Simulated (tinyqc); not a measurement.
What moves the results: deformation-potential model of the Delta valleys of a conduction band. A value that a table varies takes the place of the one given here.

Valleys with axes along x, y and z, each a pair at +k and -k. Herring-Vogt shift of a valley with unit axis a: dE = Xd tr(e) + Xu a.e.a. Non-degenerate shares n_i = exp(-dE_i/kT)/sum_j exp(-dE_j/kT). Inverse mass tensor of a valley: (1 - a a)/mt + a a/ml; the masses are taken as independent of strain.

s11 = (C11 + C12)/((C11 - C12)(C11 + 2 C12)), s12 = -C12/((C11 - C12)(C11 + 2 C12)), s44 = 1/C44; exx = s11 sxx + s12 (syy + szz) and cyclic, exy = s44 sxy/2; tension is positive. A uniaxial stress X along the unit vector n is s_ij = X n_i n_j.

Constants: kB = 8.617333262e-05 eV/K.

Inputs chosen for the exercise (near those of Si; not measured data): ml = 0.951 m0 (longitudinal mass); mt = 0.19 m0 (transverse mass); Xd = 1.06 eV (dilation potential); Xu = 9.65 eV (uniaxial potential); C11 = 173.6 GPa; C12 = 64 GPa; C44 = 77.5 GPa; load = uniaxial [110] (kind of stress); T = 300 K (temperature); X1 = 0.7 GPa (size of the stress); X = 0.19 GPa (stress).

## Sweep of a uniaxial [110] stress

m_c = 1/(u.M.u) along [110] with M = sum_i n_i (inverse mass tensor); gain against zero stress at a fixed scattering time.

Results:
```
X (GPa)  spread (meV)  lowest edge (meV)    n x    n y    n z  m_c (m0)  gain (%)
-3.00           132.1              -86.6  0.498  0.498  0.003    0.3161     -18.0
-1.50            66.0              -43.3  0.481  0.481  0.037    0.3090     -16.1
-0.60            26.4              -17.3  0.424  0.424  0.153    0.2875      -9.9
0.00              0.0                0.0  0.333  0.333  0.333    0.2591       0.0
0.60             26.4               -9.1  0.209  0.209  0.581    0.2282      13.5
1.50             66.0              -22.8  0.067  0.067  0.865    0.2008      29.0
3.00            132.1              -45.5  0.006  0.006  0.988    0.1909      35.7
```

Along [110] the gain is -18.0 % at -3.00 GPa and +35.7 % at 3.00 GPa. The slope at zero stress (from +/- 0.001 GPa), +20.6 % per GPa, carried to the ends would give -62 and +62 %; the response falls behind at both ends, as it saturates once the spread passes a few kT (kT = 25.9 meV, spread up to 132 meV).

## Gain for each load and current direction

Each load has the size X1. Gain m_c(0)/m_c - 1 in per cent from repopulation alone, m_c = 1/(u.M.u), M = sum_i n_i (inverse mass tensor); biaxial means sxx = syy.

Gain (%); + is tension, - compression:
```
load                [100]  [010]  [001]  [110]  [1-10]  [111]
uniaxial [110] (+)   15.8   15.8  -31.5   15.8    15.8    0.0
uniaxial [110] (-)  -11.0  -11.0   22.0  -11.0   -11.0    0.0
uniaxial [100] (+)   31.6  -15.8  -15.8    7.9     7.9    0.0
uniaxial [100] (-)  -55.8   27.9   27.9  -13.9   -13.9    0.0
uniaxial [111] (+)    0.0    0.0    0.0    0.0     0.0    0.0
uniaxial [111] (-)    0.0    0.0    0.0    0.0     0.0    0.0
biaxial (001) (+)    27.9   27.9  -55.8   27.9    27.9    0.0
biaxial (001) (-)   -15.8  -15.8   31.6  -15.8   -15.8    0.0
```

The largest gain is +31.6 %, for uniaxial [100] (+) with the current along [100] and biaxial (001) (-) with the current along [001]; for a [110] channel it is +27.9 %, under biaxial (001) (+). No gain or loss appears under uniaxial [111]: the valleys stay equivalent (in real silicon shear also changes the masses, which this model leaves out).

## Temperature and repopulation

The load is fixed; m_c along [110] as 1/(u.M.u).

Results:
```
T (K)  kT (meV)    n x    n y    n z  m_c (m0)
50         4.31  0.112  0.112  0.777    0.2086
77         6.64  0.181  0.181  0.638    0.2222
150       12.93  0.256  0.256  0.488    0.2389
225       19.39  0.283  0.283  0.435    0.2455
300       25.85  0.296  0.296  0.409    0.2489
400       34.47  0.305  0.305  0.389    0.2514
500       43.09  0.311  0.311  0.378    0.2530
```

The largest share falls from 0.777 at 50 K to 0.378 at 500 K (equal shares: 0.333); m_c goes from 0.2086 to 0.2530, against 0.2591 without stress. Only spread/kT enters, so the small-stress response goes as 1/T.

## What each parameter does

Spread of the valley edges, lowest edge, largest share and m_c along [110]. Each row changes one parameter from the base and keeps the others.

Results:
```
case              spread (meV)  lowest edge (meV)  largest share  m_c (m0)
base                      8.36              -2.88         0.4086    0.2489
ml = 0.761 m0             8.36              -2.88         0.4086    0.2442
mt = 0.228 m0             8.36              -2.88         0.4086    0.2941
Xd = 1.272 eV             8.36              -2.75         0.4086    0.2489
Xu = 7.72 eV              6.69              -2.17         0.3931    0.2509
C11 = 208.32 GPa          6.35              -1.82         0.3900    0.2513
C12 = 76.8 GPa            9.47              -3.83         0.4190    0.2475
C44 = 62 GPa              8.36              -2.88         0.4086    0.2489
X = 0.228 GPa            10.04              -3.46         0.4244    0.2469
T = 360 K                 8.36              -2.88         0.3957    0.2506
```

The largest shifts from the base row, up to three for each result and ties (the steps differ in size, so this ranks the rows, not the parameters). spread (meV): C11 -2.01, Xu -1.67, X +1.67; unchanged at the printed digits by ml, mt, Xd, C44 and T. lowest edge (meV): C11 +1.06, C12 -0.95, Xu +0.71; unchanged at the printed digits by ml, mt, C44 and T. largest share: C11 -0.0187, X +0.0157, Xu -0.0155; unchanged at the printed digits by ml, mt, Xd and C44. m_c (m0): mt +0.0452, ml -0.0047, C11 +0.0025; unchanged at the printed digits by Xd and C44. Xd moves all valleys together, so it shifts the edge and nothing else.

Computed by tinyqc, a small Python program: `OMP_NUM_THREADS=1 python tinyqc.py 1051437 1051438 out.jsonl` (the numbers bound the seed that draws the inputs); one thread of a shared host (Intel(R) Xeon(R) Processor @ 2.30GHz), about 0.03 s for the whole set of steps.
